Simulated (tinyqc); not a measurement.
What moves the results: short-period [001] superlattice in sp3s* tight binding. A value that a table varies takes the place of the one given here.

Planes alternate anion, cation along [001], a/4 apart; at zero in-plane momentum s, pz, s* form one block. All levels of A are shifted so that its Ev (lower root of [[Epa, Vxx], [Vxx, Epc]]) is 0, and those of B so that its Ev is -dEv. A monolayer is an anion plane and the cation plane above it; an anion between unlike cations takes the mean of the two anion levels; each bond takes the couplings of its cation. Block from an anion to the cation above: U with Vss/2 (s,s), Vsapc/2 (s,z), -Vscpa/2 (z,s), Vxx/2 (z,z), Vxapc/2 (s*,z), -Vpaxc/2 (z,s*); to the cation below: the same with the s-z and s*-z signs reversed. The cell of n + m monolayers is closed with the phase exp(2 pi i q). No spin-orbit coupling. In this block 2 (n + m) levels are filled.

For the two lowest empty levels at q = 0: energy, share of the cation weight on A, and Gamma character, the share of the cation amplitudes with Fourier index |j|/(n + m) < 1/4 along the stack (near 1: Gamma-like, near 0: folded from X).

Inputs chosen for the exercise (A near a published set for GaAs, B for AlAs; the results hold for these values, not for the real material):

| symbol | value | unit | meaning |
|---|---|---|---|
| pA | (-8.35, 1.043, -2.661, 3.667, 8.566, 6.743, -6.446, 1.953, 5.068, 4.481, 5.796, 4.833, 4.797) | eV | order Esa, Epa, Esc, Epc, Exa, Exc, Vss, Vxx, Vxy, Vsapc, Vscpa, Vxapc, Vpaxc |
| pB | (-7.523, 0.981, -1.165, 3.591, 7.465, 6.732, -6.672, 1.881, 4.29, 5.113, 5.511, 4.516, 5.005) | eV | the same for B |
| dEv | 0.56 | eV | valence offset: Ev(B) lies this far below Ev(A) |
| a | 5.656 | angstrom | lattice constant, taken common; strain is left out |
| nw | 19 |  | monolayers of A |
| n2 | 11 |  | monolayers of A |
| m2 | 7 |  | monolayers of B |

## Equal layers of growing thickness

n = m.

Lowest empty levels:

| n = m | layer (angstrom) | E1 (eV) | on A | Gamma | E2 (eV) | on A | Gamma |
|---|---|---|---|---|---|---|---|
| 2 | 5.7 | 1.8620 | 0.40 | 0.04 | 1.9335 | 0.68 | 0.89 |
| 3 | 8.5 | 1.8238 | 0.16 | 0.00 | 1.8992 | 0.74 | 0.94 |
| 4 | 11.3 | 1.7817 | 0.11 | 0.04 | 1.8724 | 0.76 | 0.96 |
| 6 | 17.0 | 1.7450 | 0.06 | 0.04 | 1.7990 | 0.85 | 0.96 |
| 8 | 22.6 | 1.7310 | 0.41 | 0.42 | 1.7409 | 0.62 | 0.67 |
| 10 | 28.3 | 1.6931 | 0.95 | 0.99 | 1.7310 | 0.01 | 0.00 |
| 12 | 33.9 | 1.6618 | 0.97 | 1.00 | 1.7276 | 0.01 | 0.00 |
| 14 | 39.6 | 1.6388 | 0.98 | 1.00 | 1.7235 | 0.00 | 0.00 |
| 18 | 50.9 | 1.6084 | 0.99 | 1.00 | 1.7207 | 0.00 | 0.00 |

At zero in-plane momentum (the in-plane X valleys are left out) the lowest level is X-like for n = 2, 3, 4, 6 and 8 and Gamma-like for the others (a Gamma weight between about 0.35 and 0.65 marks an even mixture, at the crossover). Thin layers push the light Gamma electron up past the heavy X electron, whose share on A runs from 0.06 to 0.41, so for n = 3, 4 and 6 it lies apart from the holes in A (type II); the crossover lies between n = 8 and 10. The crossover moves with dEv and with the electron mass, which this model makes too heavy, so it comes at thinner layers than in the real system. At n = 18 the lowest level lies 0.070 eV above the lowest bulk edge of the two crystals, with 99 % of its cation weight on A.

## Miniband width against barrier thickness

nw monolayers of A and m of B; lowest empty level at q = 0 and q = 1/2. The decay constant is ln(width(4)/width(6)) over two monolayers, each a/2 thick.

Lowest miniband:

| m | E(q = 0) (eV) | E(q = 1/2) (eV) | width (meV) | Gamma character |
|---|---|---|---|---|
| 1 | 1.5673 | 1.6272 | 59.852 | 0.99 |
| 2 | 1.5837 | 1.6185 | 34.820 | 1.00 |
| 3 | 1.5920 | 1.6125 | 20.546 | 1.00 |
| 4 | 1.5966 | 1.6088 | 12.249 | 1.00 |
| 5 | 1.5993 | 1.6064 | 7.179 | 1.00 |
| 6 | 1.6008 | 1.6051 | 4.297 | 1.00 |
| 8 | 1.6022 | 1.6037 | 1.500 | 1.00 |

decay constant = 0.1852 1/angstrom

The width falls from 59.9 to 1.50 meV, as exp(-kappa d) with kappa = 0.185 1/angstrom, which stands for the decay constant of the barrier at this energy: each monolayer costs a factor 1.69. The level at q = 0 rises by 35 meV towards that of a single well.

## What each change does

A cell with n = n2 and m = m2. Each row changes one parameter from the base and keeps the others.

Results:

| case | E1 (eV) | A share 1 | Gamma 1 | E2 (eV) | A share 2 | Gamma 2 |
|---|---|---|---|---|---|---|
| base | 1.6730 | 0.96 | 0.99 | 1.7388 | 0.01 | 0.00 |
| n2 = 13 | 1.6468 | 0.97 | 1.00 | 1.7388 | 0.01 | 0.00 |
| m2 = 9 | 1.6753 | 0.96 | 0.99 | 1.7322 | 0.00 | 0.00 |
| dEv = 0.66 eV | 1.6399 | 0.01 | 0.00 | 1.6662 | 0.91 | 0.95 |

The largest shifts from the base row, up to three for each result and ties (the steps differ in size, so this ranks the rows, not the parameters). E1 (eV): dEv -0.0332, n2 -0.0262, m2 +0.0023. A share 1: dEv -0.95, n2 +0.01; unchanged at the printed digits by m2. Gamma 1: dEv -0.99, n2 +0.00; unchanged at the printed digits by m2. E2 (eV): dEv -0.0727, m2 -0.0066; unchanged at the printed digits by n2. A share 2: dEv +0.90, m2 -0.01; unchanged at the printed digits by n2. Gamma 2: dEv +0.94; unchanged at the printed digits by n2 and m2.

tinyqc: `OMP_NUM_THREADS=1 python tinyqc.py 1450145 1450146 out.jsonl`; about 0.7 s, one thread, shared Intel(R) Xeon(R) Processor @ 2.30GHz.
